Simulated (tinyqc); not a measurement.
Convergence with the plane-wave basis: k.p theory built from an empirical-pseudopotential calculation at Gamma.

Empirical pseudopotential on the fcc lattice, atoms at +/- tau, tau = a (1,1,1)/8, no spin-orbit coupling. H(G,G') = c (2 pi/a)^2 |k + G|^2 delta + VS(q) cos(q.tau) + i VA(q) sin(q.tau), q = G - G', c = hbar^2/2m0; k and G in units of 2 pi/a; VS at |q|^2 = 3, 8, 11 and VA at 3, 4, 11, in rydberg, zero elsewhere. The basis holds all G with |G|^2 up to a cut-off. Energies are counted from the fourth level at Gamma.

For a multiplet A of d_A states, W(B) = (4 c/(3 d_A)) sum over n in A, m in B and i = x, y, z of |<n|G_i|m>|^2 (G in 1/angstrom, <n|G_i|m> = sum_G c_n(G)* G_i c_m(G)); the mean inverse mass of A is 1 + sum_B W(B)/(E_A - E_B). Multiplets with W = 0 are left out.

Valence parameters: D(u) = c + 4 c^2 sum_m <n|u.G|m><m|u.G|n'>/(0 - E_m) on the valence triplet, in units of c, has eigenvalues L, M, M along [100] and (L + 2M + 2N)/3, (L + 2M - N)/3 twice along [111]; g1 = -(L + 2M)/3, g2 = -(L - M)/6, g3 = -N/6.

Constants: hbar^2/2m0 = 3.80998211 eV angstrom^2; Ry = 13.60569312 eV.

Parameters, chosen for this exercise (out of a larger set: near those of Si; not measured data):
- a = 5.434 angstrom (lattice constant)
- VS = (-0.208, 0.04, 0.078) Ry (symmetric form factors)
- VA = (0, 0, 0) Ry (antisymmetric form factors)

E_s is the lowest empty singlet, Ep its W to the valence triplet, m its mass.

Results:
```
cut-off  plane waves  E_s (eV)  Ep (eV)  m (m0)    g1    g2    g3
8                 27     3.797    21.44  0.1510  4.52  0.42  1.58
11                51     3.874    21.31  0.1544  4.42  0.47  1.51
12                59     3.850    21.30  0.1537  4.57  0.44  1.55
16                65     3.850    21.30  0.1537  4.61  0.43  1.56
19                89     3.830    21.36  0.1527  4.58  0.45  1.55
20               113     3.798    21.40  0.1514  4.58  0.46  1.56
24               137     3.801    21.41  0.1514  4.58  0.46  1.56
```

What can be read from this table?

Against the last row, E_s errs most, by +0.073 eV, at cut-off 11, and by -0.002 eV in the last row but one. Ep varies by 0.7 % over the table and m by 2.3 %: the mass, near E_s/Ep, inherits the errors of both. Local form factors fix the converged values only roughly. The gap is a difference of two levels, so it need not converge steadily, and here it does not.

Computed by tinyqc, a small Python program: `OMP_NUM_THREADS=1 python tinyqc.py 1051217 1051218 out.jsonl` (the numbers bound the seed that draws the inputs); one thread of a shared host (Intel(R) Xeon(R) Processor @ 2.30GHz), about 0.6 s for the whole set of steps.
